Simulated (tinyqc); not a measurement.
Inductance and parasitic capacitance from two readings.

Problem. A loss-free coil L in parallel with C shows the apparent inductance L/(1 - w^2 L C), w = 2 pi f. Find L, C and the self-resonance 1/(2 pi sqrt(L C)).

apparent inductance at 4.9 and 7.9 GHz (nH): [7.5457842, 13.623709]

Solution. The inverse of the reading is 1/L - w^2 C, a straight line in w^2.

L = 5.90 nH
C = 39.0 fF
self-resonance = 10.5 GHz

Computed by the program tinyqc: `OMP_NUM_THREADS=1 python tinyqc.py 2302111 2302112 out.jsonl`, one thread of a shared Intel Xeon 2.30GHz, about 0.01 s for the whole run.
